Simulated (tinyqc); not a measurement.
# Fully depleted semiconductor-on-insulator film with two gates, non-linear Poisson equation by Newton steps: what changes with what

One dimension across the film, front interface at x = 0, back interface at x = ts. psi is counted from the intrinsic level, n = ni exp(psi/Vt) (source grounded), holes neglected, acceptors ionised. Gates act through Cox = eps0 eox/tox and Cbox = 3.9 eps0/tb with potentials G1 = Vg - (phiM - chi - Vt ln(Nc/ni)) and G2 = Vb - (phiB - chi - Vt ln(Nc/ni)). Classical Boltzmann densities, no interface charge, no depletion in the back plane.

Parameters, values chosen for the exercise; band and dielectric values close to those of silicon:
```
symbol    value   unit                                                                 meaning
T           300      K                                                             temperature
Eg         1.11     eV                                                                band gap
eps_r      11.8                                                          relative permittivity
Nc      2.84e19  cm^-3                                  conduction-band density of states at T
Nv       2.6e19  cm^-3                                     valence-band density of states at T
chi           4     eV                                                       electron affinity
eox         3.9         relative permittivity of the gate insulator (close to silicon dioxide)
tox         1.5     nm                                                     insulator thickness
ts           12     nm                                                          film thickness
tb           98     nm                                      buried-oxide thickness (eps_r 3.9)
Na       2.7e16  cm^-3                                            acceptor density of the film
phiM       4.47     eV                                         work function of the front gate
phiB        4.5     eV                                         work function of the back plane
Vb          1.5      V                                                       back-gate voltage
```

Constants: q = 1.602176634e-19 C, kB = 1.380649e-23 J/K, Vt = kB T/q, eps0 = 8.8541878128e-14 F/cm where lengths are in cm. Results are converted to the units shown.

Each table varies one quantity; the others keep the values above.

## Charge against front-gate voltage

ni = sqrt(Nc Nv) exp(-Eg/(2 Vt)), Eg in volts. The Poisson equation eps0 eps_r d2psi/dx2 = q (n + Na), with -eps0 eps_r dpsi/dx = Cox (G1 - psi) at x = 0 and eps0 eps_r dpsi/dx = Cbox (G2 - psi) at x = ts, is solved on 300 equal intervals with half boxes at both ends; N_inv is the trapezoid sum of n. Swing = ln 10/(d ln N_inv/dVg); the last column is (dN_inv/dVb)/(dN_inv/dVg).

Result of one run:
columns A: Vg (V); B: psi front (V); C: psi back (V); D: N_inv (cm^-2); E: centroid/ts; F: swing (mV/decade); G: q dN_inv/dVg over Cox; H: back/front leverage
```
A        B      C        D      E    F      G       H
0.5  0.508  0.463  1.34e12  0.347  339  0.631  0.0227
```

What becomes of these results when the front-gate voltage Vg is changed from 0.5 to 0.8 V, all else the same?

Result of the changed run:
columns A: Vg (V); B: psi front (V); C: psi back (V); D: N_inv (cm^-2); E: centroid/ts; F: swing (mV/decade); G: q dN_inv/dVg over Cox; H: back/front leverage
```
A        B      C        D      E    F      G       H
0.8  0.575  0.469  4.67e12  0.172  872  0.859  0.0175
```

The whole series:
columns A: Vg (V); B: psi front (V); C: psi back (V); D: N_inv (cm^-2); E: centroid/ts; F: swing (mV/decade); G: q dN_inv/dVg over Cox; H: back/front leverage
```
A           B       C        D      E       F        G       H
-0.1  0.00672  0.0641   7.29e4  0.673    62.0  1.88e-7  0.0420
0.05    0.155   0.206   1.91e7  0.657    62.0  4.95e-5  0.0413
0.2     0.302   0.347   4.90e9  0.640    63.7   0.0123  0.0406
0.35    0.431   0.444  2.90e11  0.544     147    0.315  0.0335
0.5     0.508   0.463  1.34e12  0.347     339    0.631  0.0227
0.65    0.550   0.467  2.89e12  0.232     588    0.788  0.0189
0.8     0.575   0.469  4.67e12  0.172     872    0.859  0.0175
0.95    0.593   0.470  6.57e12  0.136  1.17e3    0.896  0.0168
1.1     0.607   0.470  8.52e12  0.114  1.49e3    0.919  0.0164
```

N_inv passes 1e11 cm^-2 at Vg = 0.295 V. The swing starts at 62.0 mV a decade, against (1 + k) Vt ln 10 = 60.4 for a front channel with k = Cs Cbox/(Cox (Cs + Cbox)) = 0.0147, Cs = eps0 eps_r/ts; above threshold this column is no longer a subthreshold swing. The centroid falls from 0.673 to 0.114 of ts and the leverage of the back gate falls from 0.0420 to 0.0164. For Vg = 0.65, 0.8, 0.95, 1.1 the density at an interface exceeds 0.3 Nc, where Boltzmann statistics fail. For Vg = 0.65, 0.8, 0.95, 1.1 the classical centroid lies within 3 nm of an interface, where confinement, left out, would push it away.

## Threshold and coupling against the buried-oxide thickness

VT is the Vg for N_inv = 1e11 cm^-2; -dVT/dVb from the linearised equation. Limits with Cs = eps0 eps_r/ts: front channel Cs Cbox/(Cox (Cs + Cbox)), back channel Cbox (Cox + Cs)/(Cox Cs). Swing at N_inv = 1e8 cm^-2.

Result of one run:
```
tb (nm)  VT (V)  centroid/ts at VT  -dVT/dVb  front-channel limit  back-channel limit  swing (mV/decade)
120       0.303              0.578    0.0302               0.0121              0.0456               61.5
```

What becomes of these results when the buried-oxide thickness (eps_r 3.9) tb is changed from 120 to 9.9 nm, all else the same?

Result of the changed run:
```
tb (nm)  VT (V)  centroid/ts at VT  -dVT/dVb  front-channel limit  back-channel limit  swing (mV/decade)
9.9      -0.175              0.938     0.514                0.108               0.552               90.6
```

The whole series:
```
tb (nm)  VT (V)  centroid/ts at VT  -dVT/dVb  front-channel limit  back-channel limit  swing (mV/decade)
6        -0.537              0.963     0.865                0.151               0.911                111
9.9      -0.175              0.938     0.514                0.108               0.552               90.6
16       0.0350              0.899     0.308               0.0751               0.342               78.3
27        0.169              0.827     0.171               0.0484               0.202               70.2
45        0.242              0.732    0.0935               0.0306               0.121               65.5
73        0.281              0.645    0.0530               0.0195              0.0749               63.0
120       0.303              0.578    0.0302               0.0121              0.0456               61.5
200       0.317              0.532    0.0173              0.00735              0.0273               60.7
```

As tb goes from 6 to 200, VT rises from -0.537 to 0.317 V, the centroid falls from 0.963 to 0.532 of ts and -dVT/dVb falls from 0.865 to 0.0173. The coupling covers 93.9 % of the way from the front-channel to the back-channel limit in the first row and 49.9 % in the last.

Program tinyqc, `OMP_NUM_THREADS=1 python tinyqc.py 2190024 2190025 out.jsonl`; Intel Xeon 2.30GHz, shared host, one thread, about 0.3 s.
